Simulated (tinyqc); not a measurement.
Image-sensor pixel with a pinned photodiode, signal and noise: one step of the calculation.

A buried n layer between a heavily doped p+ surface layer and a p layer is emptied into a floating diffusion, read through a source follower with correlated double sampling (reset noise cancelled). One-dimensional abrupt junctions; no blooming, lag or crosstalk.

Question. Noise budget. Signal S = QE Ph; variance = S + dark rate x ti + (read noise)^2 + (pr S)^2; SNR = 20 log10(S/noise); dynamic range 20 log10(FW/noise at S = 0).

Parameters, values chosen for the exercise; material values close to those of silicon: gain non-uniformity pr = 0.8 %; exposure ti = 5 ms; photons on the photodiode per exposure Ph = 2000.

QE = 0.76866882
generation rate = 1.5143140 electrons/s
diffusion rate = 0.038819751 electrons/s
read noise = 1.4104454 electrons
FW = 10379.679 electrons

Wanted: S; variances; noise; SNR; dynamic range.

Answer.

S = 1537.3 electrons
variances (electrons^2): photon shot 1537.3, dark shot 0.0077657, read 1.9894, non-uniformity 151.26
noise = 41.117 electrons
SNR = 31.455 dB
dynamic range = 77.320 dB

The largest part, 90.9 % of the variance, is photon shot noise.

tinyqc, about 0.01 s, one thread, Intel Xeon 2.30GHz (shared host): `OMP_NUM_THREADS=1 python tinyqc.py 2630001 2630002 out.jsonl`
